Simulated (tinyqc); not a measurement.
Planar metal-insulator-metal capacitor: capacitance, non-linearity, leakage and relaxation: one step of the calculation.

A film between two metal electrodes, each interface adding a series capacitance ci. The small-signal permittivity is ek (1 + aq E^2); the field is found with the linear permittivity. Leakage J = J0 sinh(E/Ef). After a voltage step the film passes a relaxation current kr C V tt^(-nr), tt being the time in seconds.

Question. Planar capacitance, field and non-linearity. Planar film: Cf = eps0 ek/t, 1/C = 1/Cf + 2/ci, EOT = 3.9 eps0/C, effective permittivity C t/eps0, E = (V/t) C/Cf; quadratic coefficient [C(V)/C - 1]/V^2 with Cf (1 + aq E^2) in C(V).

Parameters, values chosen for the exercise; permittivity of the order of that of aluminium oxide:
- ek = 9.51 (relative permittivity of the film)
- t = 20 nm (film thickness)
- ci = 44 uF/cm^2 (capacitance of each electrode interface (dead layer and screening))
- aq = 0.0036 cm^2/MV^2 (quadratic field coefficient of the permittivity)
- V = 1.2 V (bias)
- J0 = 4e-10 A/cm^2 (leakage prefactor)
- Ef = 0.39 MV/cm (field for an e-fold rise of the leakage)

Constants: eps0 = 8.8541878128e-14 F/cm where lengths are in cm. Results are converted to the units shown.

Give: Cf; C; EOT; effective permittivity; E; quadratic coefficient; J.

Answer.

Cf = 0.42102 uF/cm^2
C = 0.41311 uF/cm^2
EOT = 8.3589 nm
effective permittivity = 9.3314
E = 0.58873 MV/cm
quadratic coefficient = 850.23 ppm/V^2
J = 8.6076e-10 A/cm^2

The interfaces take 1.88 % of the voltage.

Computed by the program tinyqc: `OMP_NUM_THREADS=1 python tinyqc.py 2102001 2102002 out.jsonl`, one thread of a shared Intel Xeon 2.30GHz, about 0.01 s for the whole run.
